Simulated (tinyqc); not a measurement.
Composition and strain of an epitaxial Si(1-x)Ge(x) layer from Raman and X-ray peaks: one step, computed by the program tinyqc. Command: `OMP_NUM_THREADS=1 python tinyqc.py 3025911 3025912 out.jsonl epiraman walk`. One thread of a shared host (Intel(R) Xeon(R) Processor @ 2.30GHz), about 0.01 s of CPU time with the checks.

A (001) layer, biaxially strained in the plane. The Raman peaks follow empirical lines omega = w0 + c1 x + c3 x^3 + b eps (c3 for Si-Ge alone), with eps the in-plane strain.

Task: Raman peaks. Insert x and eps in the three lines; the strain part is b eps.

Inputs (values chosen for the exercise, modelled on silicon-germanium):
```
quantity,value,unit
Ge fraction x,0.11,-
Si-Si: w0,520.7,1/cm
Si-Si: c1,-63.7,1/cm
Si-Si: strain coefficient b,-737,1/cm
Si-Ge: w0,399.9,1/cm
Si-Ge: c1,23.5,1/cm
Si-Ge: c3,-36.1,1/cm
Si-Ge: strain coefficient b,-560,1/cm
Ge-Ge: w0,280.4,1/cm
Ge-Ge: c1,19.9,1/cm
Ge-Ge: strain coefficient b,-479,1/cm
```

Substrate: silicon.

in-plane strain eps = -2.601837 per mille

Give: Si-Si peak; Si-Ge peak; Ge-Ge peak; strain parts.

Result:

Si-Si peak = 515.6 1/cm

Si-Ge peak = 403.9 1/cm

Ge-Ge peak = 283.8 1/cm

strain parts (1/cm): Si-Si 1.918, Si-Ge 1.457, Ge-Ge 1.246

Read as unstrained, the Si-Si peak would give x = 0.080 in place of 0.11. Caution: near either end one of the like-atom peaks is weak, since its intensity follows the number of such bonds.
